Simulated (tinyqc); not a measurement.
# Punch-through p+-n junction, ionisation integral and breakdown: what changes with what

A p+ layer at x < 0 and an n drift layer from x = 0 to L on an n+ substrate. Depletion approximation, built-in voltage neglected. Local ionisation coefficients alpha_n = an exp(-(bn/E)^mx), alpha_p = ap exp(-(bp/E)^mx). Electrons move towards +x, holes towards x = 0.

Values chosen for this exercise; material values close to those of gallium arsenide:
- eps_r = 12.7 (relative permittivity)
- an = 2.87e5 1/cm (prefactor of the electron ionisation coefficient)
- bn = 6.68e5 V/cm (field constant for electrons)
- ap = 2.24e5 1/cm (prefactor of the hole ionisation coefficient)
- bp = 6.41e5 V/cm (field constant for holes)
- mx = 1.6 (exponent)
- mu = 8450 cm^2/(V s) (electron mobility of the drift layer)
- N = 3.9e16 cm^-3 (donor density of the drift layer)
- L = 0.44 um (thickness of the drift layer)

Constants: q = 1.602176634e-19 C, eps0 = 8.8541878128e-14 F/cm where lengths are in cm. Results are converted to the units shown.

Each table varies one quantity; the others keep the values above.

## Multiplication against voltage

W = sqrt(2 eps0 eps_r V/(q N)), peak field E0 = q N W/(eps0 eps_r), falling linearly to 0 at W; if W > L the layer is punched through: W = L, E0 = V/L + q N L/(2 eps0 eps_r), falling linearly to E1 = V/L - q N L/(2 eps0 eps_r). G(x) = integral from 0 to x of (alpha_n - alpha_p); I_n = integral of alpha_n exp(-G) (electrons injected at x = 0), I_p = integral of alpha_p exp(G(end) - G) (holes injected at the far edge); M = 1/(1 - I). Integrals on a fine grid; BV is where I_n = 1. Here BV = 16.2438 V; the Miller exponent is n = ln(1 - 1/M)/ln(V/BV).

Multiplication against voltage:

| V (V) | E0 (kV/cm) | I_n | I_p | M_n | M_p | Miller n, electrons | Miller n, holes |
|---|---|---|---|---|---|---|---|
| 6.5 | 270 | 0.0217 | 0.0234 | 1.02 | 1.02 | 4.18 | 4.10 |
| 8.12 | 307 | 0.0634 | 0.0648 | 1.07 | 1.07 | 3.98 | 3.95 |
| 9.75 | 344 | 0.145 | 0.143 | 1.17 | 1.17 | 3.79 | 3.82 |
| 11.4 | 381 | 0.279 | 0.269 | 1.39 | 1.37 | 3.61 | 3.70 |
| 13 | 418 | 0.464 | 0.447 | 1.87 | 1.81 | 3.44 | 3.61 |
| 14 | 440 | 0.609 | 0.589 | 2.56 | 2.43 | 3.34 | 3.56 |
| 14.9 | 461 | 0.756 | 0.738 | 4.10 | 3.82 | 3.24 | 3.51 |
| 15.6 | 477 | 0.880 | 0.869 | 8.32 | 7.63 | 3.17 | 3.47 |
| 16 | 486 | 0.954 | 0.949 | 21.7 | 19.6 | 3.12 | 3.45 |

M_n rises from 1.022 to 21.7 and M_p from 1.024 to 19.6; both diverge at BV. The Miller exponent for electrons falls from 4.18 to 3.12 and that for holes falls from 4.10 to 3.45, so one exponent describes neither over the whole range. The larger multiplication belongs to electrons, whose coefficient at the peak field of the last row is 1.15 times the other.

## Effect of the drift doping

Same model as above.

Specific on-resistance Ron = L/(q mu N) with constant mobility and full ionisation.

Result of one run:

| N (cm^-3) | BV (V) | E0 at BV (kV/cm) | W at BV (um) | Ron (mohm cm^2) | BV^2/Ron (MW/cm^2) | eps0 eps_r mu E0^3/4 (MW/cm^2) |
|---|---|---|---|---|---|---|
| 4.4e16 | 16.1 | 504 | 0.440 | 7.39e-4 | 352 | 305 |

What becomes of these results when the donor density of the drift layer N is changed from 4.4e16 to 3.2e15 cm^-3, all else the same?

Result of the changed run:

| N (cm^-3) | BV (V) | E0 at BV (kV/cm) | W at BV (um) | Ron (mohm cm^2) | BV^2/Ron (MW/cm^2) | eps0 eps_r mu E0^3/4 (MW/cm^2) |
|---|---|---|---|---|---|---|
| 3.2e15 | 16.6 | 388 | 0.440 | 0.0102 | 27.2 | 138 |

The whole series:

| N (cm^-3) | BV (V) | E0 at BV (kV/cm) | W at BV (um) | Ron (mohm cm^2) | BV^2/Ron (MW/cm^2) | eps0 eps_r mu E0^3/4 (MW/cm^2) |
|---|---|---|---|---|---|---|
| 3.2e15 | 16.6 | 388 | 0.440 | 0.0102 | 27.2 | 138 |
| 6.2e15 | 16.6 | 397 | 0.440 | 0.00524 | 52.6 | 149 |
| 1.2e16 | 16.6 | 415 | 0.440 | 0.00271 | 102 | 169 |
| 2.3e16 | 16.5 | 447 | 0.440 | 0.00141 | 193 | 213 |
| 4.4e16 | 16.1 | 504 | 0.440 | 7.39e-4 | 352 | 305 |
| 8.5e16 | 14.3 | 592 | 0.440 | 3.82e-4 | 536 | 492 |
| 1.6e17 | 11.0 | 709 | 0.311 | 2.03e-4 | 597 | 845 |
| 3.1e17 | 8.87 | 885 | 0.200 | 1.05e-4 | 750 | 1.65e3 |

BV falls from 16.6 to 8.87 V while the critical field rises from 388 to 885 kV/cm. BV goes as N^(0.00) between the first two rows and N^(-0.33) between the last two (a coefficient proportional to E^7 gives -0.75 without punch-through). BV^2/Ron rises from 27.2 to 750 MW/cm^2; the layer is punched through at breakdown in 6 of the 8 rows. In every row the layer is under 0.5 um wide or BV under 36 V, so dead space, tunnelling and the built-in voltage, all left out, matter.

## Effect of the drift thickness

Same model as above.

The value eps0 eps_r mu E0^3/4 holds for a triangular field; a layer that punches through can exceed it.

Results:

| L (um) | BV (V) | E0 at BV (kV/cm) | W at BV (um) | Ron (mohm cm^2) | BV^2/Ron (MW/cm^2) | eps0 eps_r mu E0^3/4 (MW/cm^2) |
|---|---|---|---|---|---|---|
| 0.13 | 7.63 | 623 | 0.130 | 2.46e-4 | 236 | 574 |
| 0.24 | 10.9 | 519 | 0.240 | 4.55e-4 | 259 | 332 |
| 0.32 | 13.1 | 500 | 0.320 | 6.06e-4 | 285 | 296 |
| 0.43 | 16.0 | 492 | 0.430 | 8.14e-4 | 315 | 282 |
| 0.58 | 19.1 | 490 | 0.580 | 0.00110 | 332 | 280 |
| 0.78 | 21.4 | 490 | 0.780 | 0.00148 | 309 | 280 |
| 1.1 | 21.6 | 490 | 0.883 | 0.00208 | 225 | 280 |
| 1.4 | 21.6 | 490 | 0.883 | 0.00265 | 177 | 280 |

Estimate the missing row, L = 0.18 um.

Computed row:

| L (um) | BV (V) | E0 at BV (kV/cm) | W at BV (um) | Ron (mohm cm^2) | BV^2/Ron (MW/cm^2) | eps0 eps_r mu E0^3/4 (MW/cm^2) |
|---|---|---|---|---|---|---|
| 0.18 | 9.09 | 555 | 0.180 | 3.41e-4 | 242 | 406 |

With this row back in the table: BV rises from 7.63 to 21.6 V and saturates once L exceeds the free depleted width of 0.883 um, while Ron keeps rising as L. BV^2/Ron goes from 236 through a maximum of 332 (at L = 0.58 um among the rows listed) to 177 MW/cm^2. The best row has L = 0.66 of that width: the last part of the triangle adds little voltage but its full share of resistance. In every row the layer is under 0.5 um wide or BV under 36 V, so dead space, tunnelling and the built-in voltage, all left out, matter.

Program tinyqc, `OMP_NUM_THREADS=1 python tinyqc.py 2120012 2120013 out.jsonl`; Intel Xeon 2.30GHz, shared host, one thread, about 0.05 s.
